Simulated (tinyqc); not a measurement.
What moves the minority density and the gain: heavy doping: gap narrowing, degeneracy and the minority density.

F_j(eta) = (1/Gamma(j + 1)) integral_0^infinity x^j dx/(1 + exp(x - eta)), which tends to exp(eta) for eta << 0.

Empirical narrowing (Slotboom form, constants chosen for the exercise; published fits of this form give the apparent narrowing, here it is taken as the true one): dEg = E0 [ln(N/N0) + sqrt(ln(N/N0)^2 + C)].

Majority: N = Nv F_1/2(eta), eta the distance of EF beyond the majority band edge in kT. Degeneracy factor gam = F_1/2(eta)/exp(eta). ni0^2 = Nc Nv exp(-Eg/kT); product n p = ni0^2 gam exp(dEg/kT), dEg the true narrowing; apparent narrowing dEa = dEg + kT ln gam; minority density = n p/N.

Bipolar transistor with N as emitter doping: beta = K (N/NB) exp((dEa_B + dG - dEa_E)/kT), dEa_E = dEg(N) + kT ln gam, dEa_B = dEg(NB). For the sweep in T, Nv is scaled as (T/T0)^(3/2) from its value at T0 = T.

Constants: kB = 8.617333262e-05 eV/K.

Values chosen for the exercise (gap and densities of states near those of Ge at this temperature; narrowing constants of the size fitted for Si, not for this material; the results hold for these values, not for the real material): Eg = 0.662 eV (gap); Nc = 1.04e+19 1/cm^3 (conduction-band density of states); Nv = 5.03e+18 1/cm^3 (valence-band density of states); T = 300 K; E0 = 8.36 meV (narrowing scale); N0 = 1.1e+17 1/cm^3 (onset density); C = 0.5 (smoothing constant); N = 2.6e+17 1/cm^3 (ionised acceptors, equal to the majority density); NB = 1e+17 1/cm^3 (base doping); K = 4.3 (ratio (D_B W_E)/(D_E W_B)); dG = 0 meV (extra narrowing of the base by alloying).

All results formed anew.

One parameter was then changed.

Results before and after:

| case | dEg (meV) | dEa (meV) | minority (1/cm^3) | beta |
|---|---|---|---|---|
| base | 16.50 | 16.03 | 2.83e+09 | 7.35 |
| changed | 16.50 | 16.14 | 3.70e+09 | 7.31 |

Which of these changes was made? (a) Eg = 0.682 eV; (b) N0 = 2.2e+17 1/cm^3; (c) N = 5.2e+17 1/cm^3; (d) Nv = 6.54e+18 1/cm^3; (e) NB = 2e+17 1/cm^3; (f) E0 = 10.032 meV.

Answer: (d) Nv = 6.54e+18 1/cm^3. Of the candidates, run in turn, only this one gives the changed row.

All candidates:

| case | dEg (meV) | dEa (meV) | minority (1/cm^3) | beta |
|---|---|---|---|---|
| base | 16.50 | 16.03 | 2.83e+09 | 7.35 |
| N = 5.2e+17 1/cm^3 | 27.25 | 26.31 | 2.11e+09 | 9.87 |
| E0 = 10.032 meV | 19.80 | 19.33 | 3.22e+09 | 6.73 |
| N0 = 2.2e+17 1/cm^3 | 7.47 | 7.00 | 2.00e+09 | 9.31 |
| Eg = 0.682 eV | 16.50 | 16.03 | 1.31e+09 | 7.35 |
| Nv = 6.54e+18 1/cm^3 | 16.50 | 16.14 | 3.70e+09 | 7.31 |
| NB = 2e+17 1/cm^3 | 16.50 | 16.03 | 2.83e+09 | 4.92 |

Computed by tinyqc, a small Python program: `OMP_NUM_THREADS=1 python tinyqc.py 1680059 1680060 out.jsonl` (the numbers bound the seed that draws the inputs); one thread of a shared host (Intel(R) Xeon(R) Processor @ 2.30GHz), about 0.01 s for the whole set of steps.
